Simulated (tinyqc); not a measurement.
## Van der Pauw, Hall and four-point-probe measurements on a doped layer: correction factor against the shape of the sample

A uniform n-type layer with sheet resistance Rs = 1/(q ns mu), point contacts, low field (mu B small).

Rs = 1/(q ns mu). For a rectangle with contacts at the corners, RA = (8 Rs/pi) sum_(k>=0) ln coth((2k + 1) pi a/(2 b)) with current along a short side b and voltage along the opposite one, RB the same with a and b exchanged. ar = a/b. F = Rs/[(pi/ln 2)(RA + RB)/2]; small-asymmetry estimate 1 - (ln 2/2) d^2 - ((ln 2)^2/4 - (ln 2)^3/12) d^4 with d = (RB - RA)/(RB + RA).

Values chosen for this exercise: sheet density of the layer ns = 5.2e12 cm^-2; drift mobility mu = 1000 cm^2/(V s).

Constants: q = 1.602176634e-19 C. Results are converted to the units shown.

Result of one run:
```
RA (ohm),RB (ohm),RB/RA,F,estimate of F
68.43,690.8,10.09,0.6977,0.7254
```

Which side ratio a/b of a rectangular sample with corner contacts ar gave this result: 1, 1.43, 1.57, 1.86 or 2?

ar = 1.43.

The whole series:
```
ar,RA (ohm),RB (ohm),RB/RA,F,estimate of F
1,264.8,264.8,1.000,1.000,1.000
1.14,170.3,390.6,2.293,0.9442,0.9444
1.29,106.3,540.8,5.089,0.8185,0.8249
1.43,68.43,690.8,10.09,0.6977,0.7254
1.57,44.08,846.9,19.22,0.5944,0.6577
1.71,28.39,1007,35.48,0.5114,0.6167
1.86,17.72,1182,66.70,0.4415,0.5917
2,11.42,1347,118.0,0.3899,0.5787
```

RB/RA rises from 1.00 to 118 and F falls from 1.00 to 0.390. The estimate is 0.78 % above F at a/b = 1.29 and 48 % above it in the last row. RA shrinks about as exp(-pi a/b): by a factor of 1.55 between the last two rows, against 1.55.

Computed by the program tinyqc: `OMP_NUM_THREADS=1 python tinyqc.py 2850216 2850217 out.jsonl`, one thread of a shared Intel Xeon 2.30GHz, about 0.01 s for the whole run.
